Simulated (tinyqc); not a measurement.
Changing the Poisson ratio nu: straight dislocations in isotropic elasticity: fields, energies, partials, Peierls stress and walls. Computed by tinyqc, a small Python program. Command: `OMP_NUM_THREADS=1 python tinyqc.py 3006623 3006624 out.jsonl disloc sweep`. One thread of a shared host (Intel(R) Xeon(R) Processor @ 2.30GHz), about 0.01 s of CPU time with the checks.

The line runs along z, the glide plane is y = 0, and beta is the angle between b and the line (0 screw, 90 degrees edge): b_e = b sin(beta) along +x with the extra half plane at y > 0, b_s = b cos(beta). Stress is positive in tension.

Inputs (values chosen for the exercise, modelled on silver):
```
quantity                          value      unit
shear modulus G                    29.1       GPa
Burgers vector b                  2.889  angstrom
stacking-fault energy gamma        20.3    mJ/m^2
dislocation density rho         1.3e+10     1/m^2
core radius r0/b                      1         -
unstable fault energy gamma_us      192    mJ/m^2
```

Character: screw.

Constants: 1 eV/angstrom^3 = 160.2176634 GPa.

Method:
- Energy factor K = G [cos^2(beta) + sin^2(beta)/(1 - nu)].
- E = K b^2/(4 pi) ln(R/r0) with R = 1/(2 sqrt(rho)); tension T = E + d^2E/d(beta)^2 = G b^2 [1 + nu - 3 nu sin^2(beta)]/(4 pi (1 - nu)) ln(R/r0). The core energy is taken into r0.
- Shockley partials have b_p = b/sqrt(3) at the angles beta -/+ 30 degrees; their repulsion balances the fault at d = G b_p^2/(8 pi gamma) (2 - nu)/(1 - nu) [1 - 2 nu cos(2 beta)/(2 - nu)].
- Misfit energy gamma(u) = (gamma_us/2)(1 - cos(2 pi u/b)), so the largest restoring stress is tau_max = pi gamma_us/b; u(x) = b/2 + (b/pi) arctan(x/zeta), zeta = K b/(4 pi tau_max). Summing the misfit energy over atomic rows a' apart gives, for a wide core, W_P = (K b^2/pi) exp(-2 pi zeta/a') and sigma_P = (K b/a') exp(-2 pi zeta/a'); a' = b/2 for edge and 30-degree lines, b sqrt(3)/2 for screw and 60-degree lines.

One run for each value:
```
Poisson ratio nu  line energy E (eV/nm)  line tension T (eV/nm)  splitting width d (nm)  Peierls stress sigma_P (MPa)
0.12                              11.61                   14.78                   2.957                         10.76
0.17                              11.61                   16.37                   2.849                         10.76
0.21                              11.61                   17.79                   2.752                         10.76
0.26                              11.61                   19.78                   2.616                         10.76
0.31                              11.61                   22.05                   2.461                         10.76
0.36                              11.61                   24.68                   2.281                         10.76
0.40                              11.61                   27.10                   2.116                         10.76
0.45                              11.61                   30.62                   1.875                         10.76
```

Over the rows, line energy E (eV/nm) does not change; line tension T (eV/nm) rises from 14.8 to 30.6 (exponent d ln y / d ln x 0.29 between the first rows and 1.0 between the last); splitting width d (nm) falls from 2.96 to 1.88 (exponent d ln y / d ln x -0.11 between the first rows and -1.0 between the last).

Extremes, crossings and ranges named in words are read from the listed rows.
